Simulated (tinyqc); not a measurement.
Hubbard chain of 4 sites, step by step. Computed by tinyqc, a small Python program that keeps every step. Settings: hopping = 1.13, U = 5.7, mixing = 1, iteration cap = 83. Command: `OMP_NUM_THREADS=1 python tinyqc.py 23489 23490 out.jsonl` (the two numbers bound the seeds that draw the settings). One thread of a shared host (Intel(R) Xeon(R) Processor @ 2.60GHz), about 0.2 s of CPU time with the checks. Later iterations appear only in the table of the cycle.

## Mean-field iteration 1

one-body matrix (hopping and site energies) (eV), order 1, 2, 3, 4:
$$\begin{pmatrix}
0.000000 & -1.130000 & 0.000000 & 0.000000 \\
-1.130000 & 0.000000 & -1.130000 & 0.000000 \\
0.000000 & -1.130000 & 0.000000 & -1.130000 \\
0.000000 & 0.000000 & -1.130000 & 0.000000
\end{pmatrix}$$

U = 5.700000 eV

electrons, up and down: [2, 2]

mixing = 1

n(up) at the start (a guess, not normalised): 1 0.550000, 2 0.450000, 3 0.550000, 4 0.450000

n(down) at the start (a guess): 1 0.450000, 2 0.550000, 3 0.450000, 4 0.550000

H(up) = T + U n(down), H(down) = T + U n(up); fill the lowest levels; n(new) = n + mixing (n(out) - n); E = tr T (rho up + rho down) + U sum n_up n_down of the output.

levels, up (eV): [0.999543, 2.095707, 3.604293, 4.700457]

levels, down (eV): [0.999543, 2.095707, 3.604293, 4.700457]

energy = 0.376292 eV

n(up) after iteration 1: 1 0.657987, 2 0.392061, 3 0.607939, 4 0.342013

n(down) after iteration 1: 1 0.342013, 2 0.607939, 3 0.392061, 4 0.657987

## Mean-field iteration 2

As before.

levels, up (eV): [0.876908, 1.788351, 3.911649, 4.823092]

levels, down (eV): [0.876908, 1.788351, 3.911649, 4.823092]

energy = -0.452163 eV

n(up) after iteration 2: 1 0.827417, 2 0.268945, 3 0.731055, 4 0.172583

n(down) after iteration 2: 1 0.172583, 2 0.731055, 3 0.268945, 4 0.827417

## Mean-field iteration 3

As before.

levels, up (eV): [0.408013, 1.093610, 4.606390, 5.291987]

levels, down (eV): [0.408013, 1.093610, 4.606390, 5.291987]

energy = -1.136965 eV

n(up) after iteration 3: 1 0.925009, 2 0.149613, 3 0.850387, 4 0.074991

n(down) after iteration 3: 1 0.074991, 2 0.850387, 3 0.149613, 4 0.925009

## Convergence

Each step fills the lowest levels of T + U n(other spin) and sets n(new) = n + mixing (n(out) - n); stop when output and input agree to 1e-8.

Course of the cycle:
```
iteration       E (eV)  largest |n(out) - n(in)|  mean |n_up - n_down|
1           0.37629200                  1.08e-01              0.265927
2          -0.45216284                  1.69e-01              0.558472
3          -1.13696479                  1.19e-01              0.775396
4          -1.29202692                  5.39e-02              0.856492
5          -1.30671020                  1.50e-02              0.878012
6          -1.30759784                  3.51e-03              0.883055
7          -1.30764431                  7.93e-04              0.884196
8          -1.30764666                  1.78e-04              0.884452
9          -1.30764678                  3.98e-05              0.884510
10         -1.30764678                  8.89e-06              0.884522
11         -1.30764678                  1.99e-06              0.884525
12         -1.30764678                  4.44e-07              0.884526
13         -1.30764678                  9.94e-08              0.884526
14         -1.30764678                  2.22e-08              0.884526
15         -1.30764678                  4.97e-09              0.884526
```

local moments n_up - n_down: 1 0.921513, 2 -0.847539, 3 0.847539, 4 -0.921513

Converged in 15 iterations. Before convergence this energy mixes input and output and is not variational, so it may rise towards its limit.

## Exact diagonalisation (36 states)

Lowest levels of the sector, and the double occupancy of the lowest state.

lowest levels (eV): [-1.860115, -1.344338, -0.809073, -0.545662, -0.252155, 0.000000]

double occupancy per site = 0.063387

The mean-field solution above lies 0.5525 eV above the exact energy.

## The lowest level by Lanczos steps

From a random start vector (not printed): a_j = <q_j|H|q_j>, b_j = norm of the remainder after orthogonalising; the Ritz value is the lowest eigenvalue of the tridiagonal matrix of a and b so far.

Lanczos:
```
j   a_j (eV)  b_j (eV)  lowest Ritz value (eV)
1   2.536724  4.491900              2.53672395
2   5.028618  4.084197             -0.87882523
3   7.011073  2.718227             -1.67817575
4   5.568724  3.429448             -1.78336635
5   4.979391  4.612252             -1.81968529
6   7.151447  3.044296             -1.85027013
7   6.414198  1.833808             -1.85909486
8   6.301387  4.038498             -1.85969615
9   6.228299  4.615354             -1.85991166
10  6.463500  2.286872             -1.86007407
```
